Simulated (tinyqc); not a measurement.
From total shift back to stress sigma (tension positive): Raman shift of the zone-centre optical phonon of a diamond-structure crystal under stress. Computed by tinyqc, a small Python program. Command: `OMP_NUM_THREADS=1 python tinyqc.py 3003189 3003190 out.jsonl ramanstress inv`. One thread of a shared host (Intel(R) Xeon(R) Processor @ 2.30GHz), about 0.02 s of CPU time with the checks.

Axes x, y, z are the cube axes. Strain shifts the threefold optical mode and can split it; p, q and r are the phonon deformation potentials.

Inputs (values chosen for the exercise, modelled on silicon):

| quantity | value | unit |
|---|---|---|
| unstrained frequency omega_0 | 521.4 | 1/cm |
| p/omega_0^2 | -1.89 | - |
| q/omega_0^2 | -2.2 | - |
| r/omega_0^2 | -0.7 | - |
| C11 | 167.6 | GPa |
| C12 | 63.55 | GPa |
| C44 | 80.77 | GPa |
| polarisation angle phi | 60 | degree |
| temperature coefficient d omega/dT | -0.02 | 1/(cm K) |
| local temperature T | 520 | K |
| laser wavelength | 532 | nm |

Stress state: hydrostatic. Axis: none.

Constants: h = 6.62607015e-34 J s; c = 299792458 m/s; k_B = 1.380649e-23 J/K.

Method:
- S11 = (C11 + C12)/D, S12 = -C12/D, D = (C11 - C12)(C11 + 2 C12), S44 = 1/C44.
- Hydrostatic stress: sigma_ij = sigma delta_ij.
- eps_xx = S11 sigma_xx + S12 (sigma_yy + sigma_zz), and cyclic; eps_xy = S44 sigma_xy/2 (tensor strain).
- Secular matrix: M_xx = p eps_xx + q (eps_yy + eps_zz), M_xy = 2 r eps_xy; its eigenvalues are omega^2 - omega_0^2, and the shifts are these over 2 omega_0.
- Backscattering from a (001) surface: incident polarisation (cos phi, sin phi, 0). With Raman tensors (R_z)_xy = (R_z)_yx = 1 and cyclic, only the z component u_z of a mode counts: I = u_z^2 sin^2(2 phi) for parallel and u_z^2 cos^2(2 phi) for crossed polarisers. An unresolved line sits at the intensity-weighted shift, which is M_zz/(2 omega_0).
- A temperature above 300 K shifts the line by (d omega/dT)(T - 300 K); divided by the shift per stress it poses as a stress; the total shift adds it to the shift of the observed line. The anti-Stokes to Stokes ratio is [(omega_L + omega_0)/(omega_L - omega_0)]^3 exp(-h c omega_0/(k_B T)) in photon counts, omega_L = 1/wavelength, resonance effects left out.

Question. A run gave the result below. Find the stress sigma (tension positive), known to lie between 0.065 and 0.16 GPa.

total shift = -4.860892 1/cm

Answer.

Each step takes the trial c = (a f_b - b f_a)/(f_b - f_a), f being the result less the target and a, b, c the logarithms of the listed values; c replaces end b, the old b replaces a if the sign of f changed, and otherwise f_a is halved.

Scan of the range:

| stress sigma (tension positive) (GPa) | total shift (1/cm) |
|---|---|
| 0.0650 | -4.76168 |
| 0.0755 | -4.82011 |
| 0.0878 | -4.88855 |
| 0.1020 | -4.96756 |
| 0.1180 | -5.05659 |
| 0.1380 | -5.16788 |
| 0.1600 | -5.29029 |

False position (Illinois rule, in the logarithm of the input) inside the bracket:

| step | end a | end b | trial | total shift (1/cm) |
|---|---|---|---|---|
| 1 | 0.0755000 | 0.0878000 | 0.0826055 | -4.85964 |
| 2 | 0.0878000 | 0.0826055 | 0.0828235 | -4.86086 |
| 3 | 0.0878000 | 0.0828235 | 0.0828361 | -4.86093 |
| 4 | 0.0828235 | 0.0828361 | 0.0828300 | -4.86089 |

Total shift falls at every point of a 13-point scan of the range (every second point is shown), so one value fits; it is bracketed by 0.0755 and 0.0878. The scan shows a straight line, so linear interpolation between any two rows gives the answer at once. Answer: stress sigma (tension positive) = 0.08283 GPa.

Caution: this stress has components normal to the (001) face, so it cannot reach a free (001) surface; it can act on buried material.
